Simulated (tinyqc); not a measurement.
What moves the tail: Franz-Keldysh effect at a direct gap.

Parabolic bands, vertical transitions, no excitons. For each hole band j: mr = me mj/(me + mj); joint density of states J_j(E) = (mr/c)^(3/2) sqrt(E - Eg)/(2 pi^2), both spins, c = hbar^2/2m0; averaged matrix element |e.p|^2 = m0 Ep/6; alpha_j(E) = 4 pi^2 alpha_f c Ep J_j/(3 nr E) in 1/angstrom (alpha_f the fine-structure constant, listed as alpha among the constants), times 1e8 for 1/cm.

In a field Fd (1 kV/cm = 1e-5 V/angstrom) the electro-optic energy of band j is th = (c (e Fd)^2/mr)^(1/3), and sqrt(E - Eg) in J_j is replaced by pi sqrt(th) [Ai'(b)^2 - b Ai(b)^2] with b = (Eg - E)/th; Ai is the Airy function.

Constants: hbar^2/2m0 = 3.80998211 eV angstrom^2; fine-structure constant alpha = 0.007297352564.

Values chosen for the exercise (near those of GaAs; shifted at random, so the results belong to these values and not to a real crystal): Eg = 1.387 eV (direct gap); me = 0.0651 m0 (electron mass); mhh = 0.491 m0 (heavy-hole mass); mlh = 0.0826 m0 (light-hole mass); Ep = 25.9 eV (Kane energy); nr = 3.61 (refractive index); Fd = 110 kV/cm (uniform field); det = 15 meV (detuning below the gap).

At E = Eg - det.

One parameter was then changed.

Results before and after:
```
case     th heavy (meV)  alpha (1/cm)
base             43.125         624.2
changed          41.396         700.2
```

Which of these changes was made? (a) me = 0.0749 m0; (b) Ep = 28.5 eV; (c) mlh = 0.1074 m0; (d) det = 25 meV; (e) nr = 3.79; (f) Fd = 143 kV/cm.

Answer: (a) me = 0.0749 m0. Of the candidates, run in turn, only this one gives the changed row.

All candidates:
```
case             th heavy (meV)  alpha (1/cm)
base                     43.125         624.2
Fd = 143 kV/cm           51.368         761.9
det = 25 meV             43.125         386.7
me = 0.0749 m0           41.396         700.2
mlh = 0.1074 m0          43.125         654.2
Ep = 28.5 eV             43.125         686.9
nr = 3.79                43.125         594.6
```

Computed by tinyqc, a small Python program: `OMP_NUM_THREADS=1 python tinyqc.py 1682734 1682735 out.jsonl` (the numbers bound the seed that draws the inputs); one thread of a shared host (Intel(R) Xeon(R) Processor @ 2.30GHz), about 0.01 s for the whole set of steps.
